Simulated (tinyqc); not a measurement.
# Chip with leakage that grows with temperature, electro-thermal loop and runaway, step by step

Numbers from tinyqc (`OMP_NUM_THREADS=1 python tinyqc.py 2520069 2520070 out.jsonl`; about 0.01 s on one thread of a shared Intel Xeon 2.30GHz). Printed values are rounded.

One temperature T for the device, T = T0 + Rth P(T), with P(T) = Pd + Pl (T/300 K)^2 exp[(q Ea/kB)(1/(300 K) - 1/T)]. The loop gain is Rth dP/dT; a solution is thermally stable when it is below one.

Values chosen for this exercise:
```
symbol,value,unit,meaning
T0,320,K,ambient temperature
Pd,1.8,W,temperature-independent switching power
Pl,0.0189,W,leakage power at 300 K
Ea,0.5,eV,activation energy of the leakage
Rth,10,K/W,thermal resistance
```

Constants: q = 1.602176634e-19 C, kB = 1.380649e-23 J/K. Results are converted to the units shown.

## Iteration 1: temperature by substitution

T at the start = 320 K

P(T) = Pd + Pl (T/300 K)^2 exp[(q Ea/kB)(1/(300 K) - 1/T)]; T(new) = T0 + Rth P(T).

P = 1.872027 W
T after iteration 1 = 338.7203 K

## Iteration 2: temperature by substitution

As before.

P = 2.019833 W
T after iteration 2 = 340.1983 K

## Course of the iteration: temperature by substitution

Stop when T changes by less than 1e-6 K, or after 200 iterations.

Course of the iteration:
```
iteration     T (K)  |change| (K)
1          338.7203          18.7
2          340.1983          1.48
3          340.3889         0.191
4          340.4145        0.0256
5          340.4180       3.46e-3
6          340.4184       4.69e-4
7          340.4185       6.34e-5
8          340.4185       8.58e-6
9          340.4185       1.16e-6
10         340.4185       1.57e-7
```

Converged in 10 iterations. At the end each change is about 0.14 times the one before: linear convergence.

## Loop gain and effective thermal resistance

converged T = 340.4185 K

P(T) = Pd + Pl (T/300 K)^2 exp[(q Ea/kB)(1/(300 K) - 1/T)]; P'(T) = (P - Pd)(2/T + q Ea/(kB T^2)); G = Rth P'. A small change of T0 changes T by 1/(1 - G) times as much.

P = 2.041852 W
G = 0.1353023
dT/dT0 = 1.156474

The feedback is positive: heating raises the power. A second, unstable solution lies at 415.1 K; above it the temperature runs away.
